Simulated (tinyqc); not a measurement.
Solubility, supersaturation, precipitation and gettering of an impurity in a silicon-like host: one step, computed by the program tinyqc. Command: `OMP_NUM_THREADS=1 python tinyqc.py 3014440 3014441 out.jsonl ripen walk`. One thread of a shared host (Intel(R) Xeon(R) Processor @ 2.30GHz), about 0.01 s of CPU time with the checks.

The wafer was saturated at T1 and is then held at T.

Question. Growing precipitates. Growing sinks: with y = r/r_f and y0 = r0/r_f, dy/dt = (1 - y^3)/(3 tau_f y), which integrates to t/tau_f = F(y) - F(y0), F(y) = (1/2) ln[(1 + y + y^2)/(1 - y)^2] - sqrt(3) arctan[(2y + 1)/sqrt(3)]; the share of the excess left is (1 - y^3)/(1 - y0^3), and C(t) = C_eq + (C0 - C_eq) x share.

Inputs (values chosen for the exercise, modelled on iron in silicon):
```
quantity,value,unit
temperature of saturation T1,1475,K
anneal temperature T,983,K
initial sink radius r0,14,nm
anneal time t,2.2,s
```

final radius r_f = 15.11298 nm

tau_f = 0.8049240 s

C_eq(T) = 1.553183e+11 1/cm^3

C0 = 2.016198e+16 1/cm^3

Give: radius at t; share of the excess left; C(t) with growing sinks.

Answer.

radius at t = 15.041 nm

share of the excess left = 0.069644

C(t) with growing sinks = 1.4043e+15 1/cm^3

93.0 % of the excess has precipitated. Caution: the barrier to homogeneous nucleation is below 35 k_B T for these inputs, so new precipitates would form and outnumber the fixed sinks assumed here.
